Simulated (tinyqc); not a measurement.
Formation energy of a charged point defect from supercell energies: one step, computed by the program tinyqc.

The host is a compound AB. Making the defect adds n_A = -1, n_B = 0 atoms to the cell. All total energies are inputs. E_F is counted from the valence-band maximum (VBM); x = 0 is A-rich and x = 1 B-rich growth.

Question. Transition levels and the lower envelope. eps(q/q') = [E_f(q', 0) - E_f(q, 0)]/(q - q'). U of state q is eps(q/q-1) - eps(q+1/q). The stable state at each E_F is the lowest line E_f(q, 0) + q E_F.

Inputs (values chosen for the exercise, with gap and screening modelled on CdTe): gap E_g = 1.53 eV.

Defect: vacancy of A. Supercell lattice: bcc.

E_f(q, 0) (eV): (q=+1) 0.075966, (q=0) 1.011060, (q=-1) 2.087966

Give: One-electron levels above the VBM (eV); Stable states.

Answer.

One-electron levels above the VBM (eV):
```
level   energy  U of the state between this level and the next
(+1/0)  0.9351                                         0.14181
(0/-1)  1.0769                                               -
```

Stable states:
```
q   from E_F (eV)  to E_F (eV)
+1         0.0000       0.9351
0          0.9351       1.0769
-1         1.0769       1.5300
```

Stable in the gap, from the VBM up: +1, 0, -1.
